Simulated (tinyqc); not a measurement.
Electron continuity equation in a given potential, Scharfetter-Gummel discretisation: one step of the calculation.

Steady state in one dimension: J = q mu n E + q D dn/dx with E = -dpsi/dx and D = mu Vt, dJ/dx = q (n/tau - G), fixed densities nL and nR at the ends. The potential is given, psi = 0 for x < L/2 and U (2 x/L - 1) beyond, and is not changed by the electrons.

Question. Densities and current. B(d_i) and B(-d_i) are the Bernoulli factors of the potential steps, b and f the diagonal and right side. Solve B(-d_(i-1)) n_(i-1) + b_i n_i + B(d_i) n_(i+1) = f_i (end values already in f), then J_i = (q D/h) [n_(i+1) B(d_i) - n_i B(-d_i)], h = L/8, D = mu Vt.

Parameters, values chosen for the exercise; mobility close to that of gallium arsenide at room temperature: temperature T = 300 K; electron mobility mu = 7840 cm^2/(V s); length of the region L = 10 um; density at x = 0 nL = 1.2e14 cm^-3; density at x = L nR = 1.9e15 cm^-3.

Constants: q = 1.602176634e-19 C, kB = 1.380649e-23 J/K, Vt = kB T/q. Results are converted to the units shown.

```
interval        B(d_i)    B(-d_i)
0                    1          1
1                    1          1
2                    1          1
3                    1          1
4         8.6284922e-4  9.2844773
5         8.6284922e-4  9.2844773
6         8.6284922e-4  9.2844773
7         8.6284922e-4  9.2844773
```

```
node  diagonal b  right side f (cm^-3)
1     -2.1306646               -1.2e14
2     -2.1306646                     0
3     -2.1306646                     0
4     -10.415142                     0
5     -9.4160048                     0
6     -9.4160048                     0
7     -9.4160048         -1.6394135e12
```

Wanted: n; J.

Answer.

n, node 0 to 8 (cm^-3): 1.200e14  7.892e13  4.814e13  2.366e13  2.272e12  2.241e12  2.209e12  2.353e12  1.900e15
J, interval 0 to 7 (A/cm^2): -10.67  -7.99  -6.36  -5.56  -5.48  -5.40  -5.33  -5.25

Range of the model: The drift velocity mu E exceeds 1e7 cm/s somewhere, where real mobilities no longer stay constant.

Computed by the program tinyqc: `OMP_NUM_THREADS=1 python tinyqc.py 2220024 2220025 out.jsonl`, one thread of a shared Intel Xeon 2.30GHz, about 0.01 s for the whole run.
